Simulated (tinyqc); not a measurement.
Inside a calculation. Model: solid solubility of a dopant against its melt (retrograde solidus), clustering and the electrically active fraction. Computed by tinyqc, a small Python program that keeps every step. Command: `OMP_NUM_THREADS=1 python tinyqc.py 3004088 3004089 out.jsonl retro walk`. One thread of a shared host (Intel(R) Xeon(R) Processor @ 2.30GHz), about 0.01 s of CPU time with the checks. Intermediate numbers are printed to about 5 digits and carried at full precision; extremes and crossings named in words are read from the listed rows.

Inputs (values chosen for the exercise, of the order of those of gold in silicon for the solubility):
```
quantity                                       value            unit
melting point of the host T_m                   1687               K
heat of melting of the host H_f                 50.2          kJ/mol
interaction L of the melt                        -21          kJ/mol
enthalpy of transfer from melt to solid H       1.77              eV
entropy of transfer S                           3.06             k_B
site density N0                                5e+22          1/cm^3
temperature T                                   1060               K
total dopant density N_t                     1.4e+21          1/cm^3
atoms per cluster m                                4               -
cluster scale N* at 1273 K                   2.1e+20          1/cm^3
activation energy E_b of the cluster scale      0.48              eV
anneal temperature T_a                          1375               K
prefactor of n_i                            3.97e+16  1/(cm^3 K^1.5)
energy E_i in n_i                                0.6              eV
mobility mu                                       75      cm^2/(V s)
```

Clustering: clusters that take up free electrons.

Constants: R = 8.314462618 J/(mol K); k_B = 8.617333262e-05 eV/K; e = 1.602176634e-19 C; N_A = 6.02214076e+23 1/mol.

## Liquidus and solidus at T

x_l and x_s are atom fractions of the dopant in melt and solid; the solid is dilute. Liquidus of the host: R T ln(1 - x_l) + L x_l^2 = -H_f (1 - T/T_m). Distribution: k = x_s/x_l = exp[L (1 - x_l)^2/(R T)] exp(S/k_B - H/(k_B T)), the first factor being the activity coefficient in the melt. Solubility = x_s N0; at T_m x_l = 0.

x_l = 0.66004

distribution coefficient k = 6.2211e-08

x_s = 4.1062e-08

solubility = 2.0531e+15 1/cm^3

k at the melting point = 2.4603e-05

k has changed by a factor 0.0025 from its value at T_m, while x_l has grown from 0 to 0.660.

## The retrograde maximum

The largest x_s N0 between 900 K and T_m. For an ideal melt with constant heats the maximum has x_l = H_f/(H + H_f), H in the same units.

temperature of the maximum = 1552.5 K

largest solubility = 1.4708e+17 1/cm^3

x_l there = 0.21133

ideal-melt value H_f/(H + H_f) = 0.22717

The maximum lies 135 K below T_m: above it the melt runs out of dopant, below it k falls as exp(-H/(k_B T)).

## The solidus

The formulas are those given above.

Against temperature:
```
T (K)      x_l           k  solubility (1/cm^3)  over the maximum
1000   0.70249  2.0485e-08           7.1954e+14           0.00489
1100   0.63076  1.2121e-07           3.8226e+15           0.02599
1200   0.55379  5.1674e-07           1.4308e+16           0.09728
1300   0.47037  1.6998e-06           3.9977e+16           0.27180
1400   0.37837  4.5129e-06           8.5376e+16           0.58047
1500   0.27381  9.9166e-06           1.3576e+17           0.92303
1580   0.17559  1.6266e-05           1.4280e+17           0.97089
1640   0.08692  2.1480e-05           9.3354e+16           0.63470
1675   0.02444  2.3992e-05           2.9314e+16           0.19930
```

Between the first rows the Arrhenius energy of the solubility is 1.58 eV, against H = 1.77 eV; it shrinks to zero at 1552 K and turns negative beyond. A crystal saturated at the maximum precipitates dopant-rich liquid on cooling and on heating alike. Below a eutectic or compound temperature another phase would set the limit.

## Active fraction after the anneal

A highly soluble donor (another dopant than that of the solidus) is limited by clustering. Donors N_a are active, and clusters hold m atoms each: N_t = N_a + m C, m C = N* (N_a/N*)^m (n/N*)^m, each atom taking one electron, n = N_a/2 + sqrt(N_a^2/4 + n_i^2), n_i = prefactor x T^1.5 exp(-E_i/(k_B T)), with N*(T) = N*(1273 K) exp[-(E_b/k_B)(1/T - 1/1273)]. Resistivity = 1/(e mu N_a).

N*(T_a) = 2.9053e+20 1/cm^3

active density N_a = 3.4126e+20 1/cm^3

active fraction = 0.24376

resistivity = 0.24386 milliohm cm

Doubling the dose would raise N_a by only 11 %. Caution: this clustering law is a generic form; degeneracy and a doping-dependent mobility are left out.

## Active against total

A highly soluble donor (another dopant than that of the solidus) is limited by clustering. Donors N_a are active, and clusters hold m atoms each: N_t = N_a + m C, m C = N* (N_a/N*)^m (n/N*)^m, each atom taking one electron, n = N_a/2 + sqrt(N_a^2/4 + n_i^2), n_i = prefactor x T^1.5 exp(-E_i/(k_B T)), with N*(T) = N*(1273 K) exp[-(E_b/k_B)(1/T - 1/1273)].

Active density (1/cm^3):
```
N_t (1/cm^3)  N_a at T_a  fraction  N_a at T_a + 150 K  N_a at T_a - 150 K
1.00e+19      1.0000e+19   1.00000          1.0000e+19          1.0000e+19
3.00e+19      3.0000e+19   1.00000          3.0000e+19          3.0000e+19
1.00e+20      9.9939e+19   0.99939          9.9996e+19          9.8362e+19
2.00e+20      1.9007e+20   0.95036          1.9908e+20          1.5069e+20
5.00e+20      2.8027e+20   0.56054          3.7113e+20          1.8970e+20
1.00e+21      3.2270e+20   0.32270          4.4568e+20          2.1312e+20
2.00e+21      3.6046e+20   0.18023          5.0470e+20          2.3576e+20
5.00e+21      4.1002e+20   0.08200          5.7812e+20          2.6674e+20
```

The exponent d ln N_a/d ln N_t falls from 1.00 to 0.14, towards 1/(2m) = 0.125. At the highest dose a 150 K hotter anneal gives 1.41 times the active density, and a later step 150 K cooler would cut it to 0.65 if it ran to equilibrium: short hot anneals come last.

Checks made by the program: the ideal-melt maximum (relative difference 1e-07).
